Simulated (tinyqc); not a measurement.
The product rho l across metals: free and nearly free electrons in a metal.

Constants: hbar^2/2m0 = 3.80998211 eV angstrom^2; hbar = 6.58211957e-16 eV s.

Free electrons with m = 1; fcc cells hold 4 atoms and bcc cells 2; n = atoms z/a^3, kF = (3 pi^2 n)^(1/3), rho l = hbar kF/(n e^2), e = 1.602176634e-19 C. Inputs are chosen for the exercise.

Cases:

| case | lattice | a (angstrom) | z | rho (micro-ohm cm) |
|---|---|---|---|---|
| near Li | bcc | 3.466 | 1 | 9.88 |
| near Al | fcc | 4.028 | 3 | 2.44 |
| near Au | fcc | 4.096 | 1 | 2.28 |
| near Cu | fcc | 3.621 | 1 | 1.74 |
| near Ca | fcc | 5.582 | 2 | 3.60 |
| near Na | bcc | 4.188 | 1 | 4.40 |

Rank the cases by rho l (1e-16 ohm m^2), lowest first.

Answer: near Al, near Cu, near Au, near Li, near Ca, near Na.

Results:

| case | lattice | a (angstrom) | z | rho (micro-ohm cm) | kF (1/angstrom) | EF (eV) | l (nm) | rho l (1e-16 ohm m^2) |
|---|---|---|---|---|---|---|---|---|
| near Li | bcc | 3.466 | 1 | 9.88 | 1.125 | 4.82 | 9.7 | 9.62 |
| near Al | fcc | 4.028 | 3 | 2.44 | 1.758 | 11.78 | 16.1 | 3.93 |
| near Au | fcc | 4.096 | 1 | 2.28 | 1.199 | 5.48 | 37.1 | 8.46 |
| near Cu | fcc | 3.621 | 1 | 1.74 | 1.356 | 7.01 | 38.0 | 6.61 |
| near Ca | fcc | 5.582 | 2 | 3.60 | 1.108 | 4.68 | 27.5 | 9.90 |
| near Na | bcc | 4.188 | 1 | 4.40 | 0.931 | 3.30 | 31.9 | 14.04 |

rho l falls as n^(-2/3): it is lowest for the case near Al and highest for near Na. The lowest bulk rho belongs to near Cu; in very narrow wires, where rho l rules, the order changes. Real Fermi surfaces depart from spheres, most for the polyvalent and noble metals.

Run: tinyqc, `OMP_NUM_THREADS=1 python tinyqc.py 1652612 1652613 out.jsonl`; Intel(R) Xeon(R) Processor @ 2.30GHz, one thread, shared host; about 0.01 s of CPU time with all checks.
